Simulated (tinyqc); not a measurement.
Inside a calculation (part 1 of 3). Method: UHF in the 3-21g basis, for H3-, spin multiplicity 1. The basis has no diffuse functions, so it cannot describe the extra electron: this is an exercise in the method, not the real anion. This run ends on a higher stationary point, not on the lowest solution. Computed by tinyqc, a small Python program that keeps every step (integrals from PySCF). Settings: charge = -1, multiplicity = 1, basis = 3-21g, energy threshold = 1e-09, iteration cap = 52, orthogonalisation = symmetric, start = core, DIIS depth = 0, method = UHF, break = 0.2. Command: `OMP_NUM_THREADS=1 python tinyqc.py 20640 20641 out.jsonl` (the two numbers bound the seeds that draw the settings). One thread of a shared host (Intel(R) Xeon(R) Processor @ 2.60GHz), about 0.3 s of CPU time with the checks. Later iterations appear only in the table of the cycle.

## One-electron integrals

Geometry (angstrom):
```
atom         x         y         z
H     0.000000  0.000000  0.000000
H     0.000000  0.000000  1.205000
H     0.000000  1.043000  0.602000
```

Basis 3-21g: exponents (1/bohr^2) and contraction coefficients of normalised primitives:
```
element  l (shell)  exponent  coefficient
H            s (1)  5.447178     0.156285
H            s (1)  0.824547     0.904691
H            s (2)  0.183192     1.000000
```

Overlap, kinetic and nuclear-attraction integrals over the contracted functions; the nuclear repulsion is the sum of Za Zb / Rab.

nuclear repulsion = 1.31780761 hartree

overlap S:
```
          1H 1s     1H 2s     2H 1s     2H 2s     3H 1s     3H 2s
1H 1s  1.000000  0.645899  0.100346  0.294900  0.100615  0.295182
1H 2s  0.645899  1.000000  0.294900  0.621916  0.295182  0.622276
2H 1s  0.100346  0.294900  1.000000  0.645899  0.100432  0.294990
2H 2s  0.294900  0.621916  0.645899  1.000000  0.294990  0.622031
3H 1s  0.100615  0.295182  0.100432  0.294990  1.000000  0.645899
3H 2s  0.295182  0.622276  0.294990  0.622031  0.645899  1.000000
```

kinetic energy T (hartree):
```
           1H 1s     1H 2s      2H 1s     2H 2s      3H 1s     3H 2s
1H 1s   1.549405  0.293152  -0.062903  0.063756  -0.062858  0.063902
1H 2s   0.293152  0.274788   0.063756  0.116784   0.063902  0.116918
2H 1s  -0.062903  0.063756   1.549405  0.293152  -0.062889  0.063803
2H 2s   0.063756  0.116784   0.293152  0.274788   0.063803  0.116827
3H 1s  -0.062858  0.063902  -0.062889  0.063803   1.549405  0.293152
3H 2s   0.063902  0.116918   0.063803  0.116827   0.293152  0.274788
```

nuclear attraction V (hartree):
```
           1H 1s      1H 2s      2H 1s      2H 2s      3H 1s      3H 2s
1H 1s  -2.599463  -1.349468  -0.224760  -0.632213  -0.225423  -0.632838
1H 2s  -1.349468  -1.516473  -0.632171  -1.018871  -0.632858  -1.019474
2H 1s  -0.224760  -0.632171  -2.599280  -1.349352  -0.224972  -0.632370
2H 2s  -0.632213  -1.018871  -1.349352  -1.516342  -0.632433  -1.019064
3H 1s  -0.225423  -0.632858  -0.224972  -0.632433  -2.599548  -1.349523
3H 2s  -0.632838  -1.019474  -0.632370  -1.019064  -1.349523  -1.516534
```

core Hamiltonian H = T + V (hartree):
```
           1H 1s      1H 2s      2H 1s      2H 2s      3H 1s      3H 2s
1H 1s  -1.050058  -1.056316  -0.287663  -0.568457  -0.288282  -0.568935
1H 2s  -1.056316  -1.241685  -0.568415  -0.902087  -0.568955  -0.902556
2H 1s  -0.287663  -0.568415  -1.049876  -1.056200  -0.287861  -0.568568
2H 2s  -0.568457  -0.902087  -1.056200  -1.241554  -0.568630  -0.902237
3H 1s  -0.288282  -0.568955  -0.287861  -0.568630  -1.050144  -1.056371
3H 2s  -0.568935  -0.902556  -0.568568  -0.902237  -1.056371  -1.241746
```

## Two-electron integrals

Functions are numbered as in S; the eight-fold symmetry (ij|kl) = (ji|kl) = (kl|ij) leaves the list below.

Two-electron integrals (ij|kl) in chemists' order, unique and non-zero (hartree):
```
(11|11) 1.140145   (21|11) 0.611403   (21|21) 0.345152   (22|11) 0.626370
(22|21) 0.380329   (22|22) 0.482957   (31|11) 0.077367   (31|21) 0.045957
(31|22) 0.054858   (31|31) 0.010290   (32|11) 0.152209   (32|21) 0.095746
(32|22) 0.130777   (32|31) 0.023896   (32|32) 0.071398   (33|11) 0.438107
(33|21) 0.281123   (33|22) 0.406561   (33|31) 0.077367   (33|32) 0.268474
(33|33) 1.140145   (41|11) 0.268474   (41|21) 0.152901   (41|22) 0.171002
(41|31) 0.023896   (41|32) 0.050937   (41|33) 0.152209   (41|41) 0.071398
(42|11) 0.343260   (42|21) 0.211367   (42|22) 0.278185   (42|31) 0.038546
(42|32) 0.102652   (42|33) 0.343260   (42|41) 0.102652   (42|42) 0.186798
(43|11) 0.281123   (43|21) 0.179484   (43|22) 0.257208   (43|31) 0.045957
(43|32) 0.152901   (43|33) 0.611403   (43|41) 0.095746   (43|42) 0.211367
(43|43) 0.345152   (44|11) 0.406561   (44|21) 0.257208   (44|22) 0.365330
(44|31) 0.054858   (44|32) 0.171002   (44|33) 0.626370   (44|41) 0.130777
(44|42) 0.278185   (44|43) 0.380329   (44|44) 0.482957   (51|11) 0.077602
(51|21) 0.046093   (51|22) 0.055013   (51|31) 0.007579   (51|32) 0.016880
(51|33) 0.050394   (51|41) 0.022067   (51|42) 0.034177   (51|43) 0.032020
(51|44) 0.044509   (51|51) 0.010346   (52|11) 0.152432   (52|21) 0.095880
(52|22) 0.130941   (52|31) 0.016857   (52|32) 0.043696   (52|33) 0.137920
(52|41) 0.046629   (52|42) 0.086509   (52|43) 0.087588   (52|44) 0.123162
(52|51) 0.023987   (52|52) 0.071535   (53|11) 0.050321   (53|21) 0.031973
(53|22) 0.044438   (53|31) 0.007567   (53|32) 0.022025   (53|33) 0.077442
(53|41) 0.016854   (53|42) 0.034118   (53|43) 0.046000   (53|44) 0.054907
(53|51) 0.007585   (53|52) 0.022043   (53|53) 0.010308   (54|11) 0.137888
(54|21) 0.087565   (54|22) 0.123115   (54|31) 0.016847   (54|32) 0.046590
(54|33) 0.152280   (54|41) 0.043681   (54|42) 0.086456   (54|43) 0.095789
(54|44) 0.130829   (54|51) 0.022073   (54|52) 0.069638   (54|53) 0.023925
(54|54) 0.071442   (55|11) 0.438368   (55|21) 0.281283   (55|22) 0.406732
(55|31) 0.050287   (55|32) 0.137816   (55|33) 0.438191   (55|41) 0.137855
(55|42) 0.276990   (55|43) 0.281174   (55|44) 0.406616   (55|51) 0.077602
(55|52) 0.268743   (55|53) 0.077442   (55|54) 0.268560   (55|55) 1.140145
(61|11) 0.268743   (61|21) 0.153053   (61|22) 0.171169   (61|31) 0.022023
(61|32) 0.046608   (61|33) 0.137901   (61|41) 0.069617   (61|42) 0.098871
(61|43) 0.087577   (61|44) 0.123151   (61|51) 0.023987   (61|52) 0.051051
(61|53) 0.016868   (61|54) 0.046641   (61|55) 0.152432   (61|61) 0.071535
(62|11) 0.343509   (62|21) 0.211517   (62|22) 0.278371   (62|31) 0.034105
(62|32) 0.086459   (62|33) 0.277053   (62|41) 0.098845   (62|42) 0.173113
(62|43) 0.174069   (62|44) 0.242143   (62|51) 0.038672   (62|52) 0.102816
(62|53) 0.034133   (62|54) 0.098873   (62|55) 0.343509   (62|61) 0.102816
(62|62) 0.187014   (63|11) 0.137831   (63|21) 0.087532   (63|22) 0.123082
(63|31) 0.022011   (63|32) 0.069573   (63|33) 0.268560   (63|41) 0.046583
(63|42) 0.098811   (63|43) 0.152949   (63|44) 0.171055   (63|51) 0.016884
(63|52) 0.046626   (63|53) 0.023925   (63|54) 0.050973   (63|55) 0.152280
(63|61) 0.043703   (63|62) 0.086483   (63|63) 0.071442   (64|11) 0.277010
(64|21) 0.174038   (64|22) 0.242087   (64|31) 0.034095   (64|32) 0.098803
(64|33) 0.343340   (64|41) 0.086440   (64|42) 0.173055   (64|43) 0.211415
(64|44) 0.278245   (64|51) 0.034182   (64|52) 0.098890   (64|53) 0.038586
(64|54) 0.102704   (64|55) 0.343340   (64|61) 0.086517   (64|62) 0.173140
(64|63) 0.102704   (64|64) 0.186867   (65|11) 0.281283   (65|21) 0.179580
(65|22) 0.257308   (65|31) 0.031951   (65|32) 0.087521   (65|33) 0.281174
(65|41) 0.087543   (65|42) 0.174024   (65|43) 0.179515   (65|44) 0.257240
(65|51) 0.046093   (65|52) 0.153053   (65|53) 0.046000   (65|54) 0.152949
(65|55) 0.611403   (65|61) 0.095880   (65|62) 0.211517   (65|63) 0.095789
(65|64) 0.211415   (65|65) 0.345152   (66|11) 0.406732   (66|21) 0.257308
(66|22) 0.365439   (66|31) 0.044405   (66|32) 0.123060   (66|33) 0.406616
(66|41) 0.123083   (66|42) 0.242061   (66|43) 0.257240   (66|44) 0.365365
(66|51) 0.055013   (66|52) 0.171169   (66|53) 0.054907   (66|54) 0.171055
(66|55) 0.626370   (66|61) 0.130941   (66|62) 0.278371   (66|63) 0.130829
(66|64) 0.278245   (66|65) 0.380329   (66|66) 0.482957
```

## Orthogonalisation

S = U s U^T; symmetric (Loewdin) form X = U s^(-1/2) U^T, so that X^T S X = 1.

eigenvalues of S: 0.201475  0.201612  0.381031  1.075614  1.076221  3.064047

X:
```
           1H 1s      1H 2s      2H 1s      2H 2s      3H 1s      3H 2s
1H 1s   1.245802  -0.499033   0.026900   0.007989   0.026826   0.007939
1H 2s  -0.499033   1.612394   0.007960  -0.360037   0.007953  -0.360607
2H 1s   0.026900   0.007960   1.245801  -0.499012   0.026877   0.007944
2H 2s   0.007989  -0.360037  -0.499012   1.612089   0.007987  -0.360219
3H 1s   0.026826   0.007953   0.026877   0.007987   1.245803  -0.499043
3H 2s   0.007939  -0.360607   0.007944  -0.360219  -0.499043   1.612538
```

## Starting guess

The start is the orbitals of the core Hamiltonian, with HOMO and LUMO mixed by +/-0.2 rad for the two spins; D(s) = C_occ C_occ^T for each spin.

D(alpha) at the start:
```
           1H 1s      1H 2s      2H 1s      2H 2s     3H 1s      3H 2s
1H 1s   0.198934   0.269745  -0.067688  -0.198794  0.103945   0.102697
1H 2s   0.269745   0.415065  -0.198788  -0.408363  0.102771   0.121456
2H 1s  -0.067688  -0.198788   0.255274   0.368902  0.047481   0.003680
2H 2s  -0.198794  -0.408363   0.368902   0.589447  0.003599  -0.052523
3H 1s   0.103945   0.102771   0.047481   0.003599  0.083867   0.067439
3H 2s   0.102697   0.121456   0.003680  -0.052523  0.067439   0.059439
```

D(beta) at the start:
```
           1H 1s      1H 2s      2H 1s      2H 2s      3H 1s      3H 2s
1H 1s   0.121951   0.134401  -0.015332  -0.106786   0.128579   0.146065
1H 2s   0.134401   0.177117  -0.106677  -0.246489   0.146014   0.197587
2H 1s  -0.015332  -0.106677   0.279917   0.412240  -0.029508  -0.131721
2H 2s  -0.106786  -0.246489   0.412240   0.665662  -0.131731  -0.290528
3H 1s   0.128579   0.146014  -0.029508  -0.131731   0.136207   0.159444
3H 2s   0.146065   0.197587  -0.131721  -0.290528   0.159444   0.221172
```

## Iteration 1: building the Fock matrix

J_ij = sum D_kl (ij|kl) with D = D(alpha) + D(beta), K_ij = sum D_kl (ik|jl) for each spin; F = H + J - K(s); E = tr D H + tr D J / 2 - 0.5 sum_s tr D(s) K(s) + E_nn.

Coulomb J (hartree):
```
          1H 1s     1H 2s     2H 1s     2H 2s     3H 1s     3H 2s
1H 1s  2.239625  1.350420  0.244700  0.646966  0.231402  0.641986
1H 2s  1.350420  1.749272  0.703471  1.193779  0.615430  1.148828
2H 1s  0.244700  0.703471  2.575652  1.516533  0.240465  0.701905
2H 2s  0.646966  1.193779  1.516533  1.872667  0.618843  1.179441
3H 1s  0.231402  0.615430  0.240465  0.618843  2.081801  1.272421
3H 2s  0.641986  1.148828  0.701905  1.179441  1.272421  1.691373
```

exchange K(alpha) (hartree):
```
          1H 1s     1H 2s     2H 1s     2H 2s     3H 1s     3H 2s
1H 1s  0.621963  0.482638  0.057887  0.215799  0.208101  0.307105
1H 2s  0.482638  0.478300  0.233737  0.338684  0.270535  0.373917
2H 1s  0.057887  0.233737  0.759260  0.561957  0.158619  0.294946
2H 2s  0.215799  0.338684  0.561957  0.524279  0.240470  0.362306
3H 1s  0.208101  0.270535  0.158619  0.240470  0.341820  0.320882
3H 2s  0.307105  0.373917  0.294946  0.362306  0.320882  0.384604
```

exchange K(beta) (hartree):
```
          1H 1s     1H 2s     2H 1s     2H 2s     3H 1s     3H 2s
1H 1s  0.434510  0.374372  0.103650  0.219134  0.229629  0.295686
1H 2s  0.374372  0.415558  0.269382  0.349399  0.300252  0.378934
2H 1s  0.103650  0.269382  0.819295  0.596647  0.091328  0.261926
2H 2s  0.219134  0.349399  0.596647  0.544398  0.216212  0.346575
3H 1s  0.229629  0.300252  0.091328  0.216212  0.469239  0.394457
3H 2s  0.295686  0.378934  0.261926  0.346575  0.394457  0.427226
```

F(alpha) (hartree):
```
           1H 1s      1H 2s      2H 1s      2H 2s      3H 1s      3H 2s
1H 1s   0.567603  -0.188535  -0.100850  -0.137290  -0.264980  -0.234055
1H 2s  -0.188535   0.029288  -0.098681  -0.046992  -0.224061  -0.127645
2H 1s  -0.100850  -0.098681   0.766516  -0.101623  -0.206015  -0.161609
2H 2s  -0.137290  -0.046992  -0.101623   0.106834  -0.190256  -0.085102
3H 1s  -0.264980  -0.224061  -0.206015  -0.190256   0.689837  -0.104832
3H 2s  -0.234055  -0.127645  -0.161609  -0.085102  -0.104832   0.065023
```

F(beta) (hartree):
```
           1H 1s      1H 2s      2H 1s      2H 2s      3H 1s      3H 2s
1H 1s   0.755057  -0.080269  -0.146613  -0.140625  -0.286508  -0.222635
1H 2s  -0.080269   0.092029  -0.134325  -0.057707  -0.253778  -0.132662
2H 1s  -0.146613  -0.134325   0.706481  -0.136314  -0.138724  -0.128589
2H 2s  -0.140625  -0.057707  -0.136314   0.086715  -0.165999  -0.069371
3H 1s  -0.286508  -0.253778  -0.138724  -0.165999   0.562418  -0.178407
3H 2s  -0.222635  -0.132662  -0.128589  -0.069371  -0.178407   0.022401
```

total energy of this density = -1.07886103 hartree

## Iteration 1: diagonalisation and new density

Diagonalise F' = X^T F X, C = X C', fill 2 alpha and 2 beta electrons from the bottom; D(s) = C_occ C_occ^T. Each column has its largest component positive (the first on a tie).

F' = X^T F X (alpha) (hartree):
```
           1          2          3          4          5          6
1   1.101366  -0.673389   0.010183  -0.035820  -0.125217  -0.120367
2  -0.673389   0.588422  -0.017653  -0.070233  -0.117254  -0.146204
3   0.010183  -0.017653   1.326925  -0.703459  -0.083481  -0.079359
4  -0.035820  -0.070233  -0.703459   0.669353  -0.094417  -0.120525
5  -0.125217  -0.117254  -0.083481  -0.094417   1.190342  -0.579957
6  -0.120367  -0.146204  -0.079359  -0.120525  -0.579957   0.610015
```

orbital energies (alpha) (hartree): MO1 -0.152572, MO2 0.253725, MO3 0.492354, MO4 1.533803, MO5 1.581634, MO6 1.777480

coefficients C (alpha):
```
            MO1        MO2        MO3        MO4        MO5        MO6
1H 1s  0.228144  -0.171051  -0.084194   0.755839  -1.064470   0.099205
1H 2s  0.371589  -0.878028  -0.617763  -0.607243   1.196079   0.136555
2H 1s  0.124892   0.204427  -0.073818   0.065287   0.112218   1.312598
2H 2s  0.111947   0.994564  -0.596378   0.240169  -0.212865  -1.283357
3H 1s  0.196546   0.022204   0.124468   1.092159   0.740007  -0.087188
3H 2s  0.321588   0.040491   1.178216  -0.917879  -0.830972   0.288054
```

F' = X^T F X (beta) (hartree):
```
           1          2          3          4          5          6
1   1.270776  -0.604437  -0.033562  -0.055788  -0.145809  -0.124384
2  -0.604437   0.640256  -0.051023  -0.092814  -0.138319  -0.156818
3  -0.033562  -0.051023   1.272676  -0.725549  -0.019144  -0.038330
4  -0.055788  -0.092814  -0.725549   0.652737  -0.057025  -0.087332
5  -0.145809  -0.138319  -0.019144  -0.057025   1.075181  -0.626818
6  -0.124384  -0.156818  -0.038330  -0.087332  -0.626818   0.574797
```

orbital energies (beta) (hartree): MO1 -0.152267, MO2 0.253144, MO3 0.492546, MO4 1.495632, MO5 1.645209, MO6 1.752161

coefficients C (beta):
```
            MO1        MO2        MO3        MO4        MO5        MO6
1H 1s  0.176196  -0.053132   0.126176   0.280624   1.293722  -0.019313
1H 2s  0.282514  -0.345220   1.136586  -0.104361  -1.243827   0.244589
2H 1s  0.134876   0.235510  -0.017398   0.007636   0.057214   1.313512
2H 2s  0.127161   1.117499  -0.177898   0.278179   0.110107  -1.311955
3H 1s  0.238615  -0.118964  -0.106248   1.284993  -0.258941   0.044757
3H 2s  0.396086  -0.627125  -0.895924  -1.241102   0.423966   0.190554
```

D(alpha) after iteration 1:
```
           1H 1s      1H 2s      2H 1s      2H 2s     3H 1s     3H 2s
1H 1s   0.081308   0.234963  -0.006474  -0.144581  0.041043  0.066442
1H 2s   0.234963   0.909011  -0.133084  -0.831657  0.053539  0.083946
2H 1s  -0.006474  -0.133084   0.057388   0.217297  0.029086  0.048441
2H 2s  -0.144581  -0.831657   0.217297   1.001690  0.044086  0.076272
3H 1s   0.041043   0.053539   0.029086   0.044086  0.039123  0.064106
3H 2s   0.066442   0.083946   0.048441   0.076272  0.064106  0.105058
```

D(beta) after iteration 1:
```
           1H 1s      1H 2s      2H 1s      2H 2s      3H 1s      3H 2s
1H 1s   0.033868   0.068120   0.011252  -0.036970   0.048364   0.103109
1H 2s   0.068120   0.198991  -0.043198  -0.349858   0.108481   0.328396
2H 1s   0.011252  -0.043198   0.073656   0.280333   0.004166  -0.094272
2H 2s  -0.036970  -0.349858   0.280333   1.264973  -0.102599  -0.650445
3H 1s   0.048364   0.108481   0.004166  -0.102599   0.071089   0.169117
3H 2s   0.103109   0.328396  -0.094272  -0.650445   0.169117   0.550170
```

## Iteration 2: building the Fock matrix

As before.

Coulomb J (hartree):
```
          1H 1s     1H 2s     2H 1s     2H 2s     3H 1s     3H 2s
1H 1s  2.033328  1.244227  0.218997  0.591845  0.215407  0.592131
1H 2s  1.244227  1.653554  0.626526  1.112389  0.586792  1.091693
2H 1s  0.218997  0.626526  2.231966  1.349863  0.220085  0.628317
2H 2s  0.591845  1.112389  1.349863  1.744885  0.588290  1.112490
3H 1s  0.215407  0.586792  0.220085  0.588290  2.000567  1.227345
3H 2s  0.592131  1.091693  0.628317  1.112490  1.227345  1.639816
```

exchange K(alpha) (hartree):
```
          1H 1s     1H 2s     2H 1s     2H 2s     3H 1s     3H 2s
1H 1s  0.529920  0.458659  0.059812  0.198876  0.171594  0.280390
1H 2s  0.458659  0.499067  0.191702  0.326411  0.253725  0.378738
2H 1s  0.059812  0.191702  0.500247  0.447105  0.161526  0.268948
2H 2s  0.198876  0.326411  0.447105  0.503706  0.250881  0.378051
3H 1s  0.171594  0.253725  0.161526  0.250881  0.313711  0.320242
3H 2s  0.280390  0.378738  0.268948  0.378051  0.320242  0.410453
```

exchange K(beta) (hartree):
```
          1H 1s     1H 2s     2H 1s     2H 2s     3H 1s     3H 2s
1H 1s  0.288473  0.294799  0.109328  0.198927  0.191995  0.256787
1H 2s  0.294799  0.387289  0.246993  0.348141  0.293407  0.383451
2H 1s  0.109328  0.246993  0.594828  0.514030  0.091552  0.230544
2H 2s  0.198927  0.348141  0.514030  0.551956  0.217677  0.351037
3H 1s  0.191995  0.293407  0.091552  0.217677  0.461784  0.417521
3H 2s  0.256787  0.383451  0.230544  0.351037  0.417521  0.473506
```

F(alpha) (hartree):
```
           1H 1s      1H 2s      2H 1s      2H 2s      3H 1s      3H 2s
1H 1s   0.453349  -0.270748  -0.128478  -0.175489  -0.244469  -0.257194
1H 2s  -0.270748  -0.087198  -0.133590  -0.116109  -0.235888  -0.189601
2H 1s  -0.128478  -0.133590   0.681842  -0.153442  -0.229301  -0.209198
2H 2s  -0.175489  -0.116109  -0.153442  -0.000375  -0.231221  -0.167799
3H 1s  -0.244469  -0.235888  -0.229301  -0.231221   0.636712  -0.149268
3H 2s  -0.257194  -0.189601  -0.209198  -0.167799  -0.149268  -0.012383
```

F(beta) (hartree):
```
           1H 1s      1H 2s      2H 1s      2H 2s      3H 1s      3H 2s
1H 1s   0.694797  -0.106888  -0.177994  -0.175539  -0.264870  -0.233591
1H 2s  -0.106888   0.024581  -0.188881  -0.137839  -0.275570  -0.194314
2H 1s  -0.177994  -0.188881   0.587262  -0.220367  -0.159328  -0.170794
2H 2s  -0.175539  -0.137839  -0.220367  -0.048625  -0.198017  -0.140785
3H 1s  -0.264870  -0.275570  -0.159328  -0.198017   0.488639  -0.246547
3H 2s  -0.233591  -0.194314  -0.170794  -0.140785  -0.246547  -0.075436
```

total energy of this density = -1.31708560 hartree
